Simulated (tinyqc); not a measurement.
## Series resistance and length offset from two lengths at two overdrives

Inverse problem. In strong inversion R W = Rsd + k(x)(L - dL), k(x) = (1 + th1 x)/(mu0 Cox x), x the overdrive, Cox = eps0 eox/tox, with Rsd and dL independent of x. Find dL, Rsd, mu0 and th1.

Inputs (values chosen for the exercise): relative permittivity of the gate insulator (close to silicon nitride) eox = 7.39; insulator thickness tox = 11 nm.

Constants: eps0 = 8.8541878128e-14 F/cm where lengths are in cm. Results are converted to the units shown.

total resistance times width (ohm um):

|  | L = 0.051 um | L = 0.94 um |
|---|---|---|
| overdrive 0.48 V | 1156.55695 | 13696.7691 |
| overdrive 1.28 V | 831.986662 | 6661.89696 |

Solution. At each overdrive R W is a straight line in L; the two lines cross at L = dL, R W = Rsd. Their slopes give k x = (1 + th1 x)/(mu0 Cox), a straight line in x.

dL = 0.00800 um
Rsd = 550 ohm um
mu0 = 290 cm^2/(V s)
th1 = 0.350 1/V

Computed by the program tinyqc: `OMP_NUM_THREADS=1 python tinyqc.py 2210055 2210056 out.jsonl`, one thread of a shared Intel Xeon 2.30GHz, about 0.01 s for the whole run.
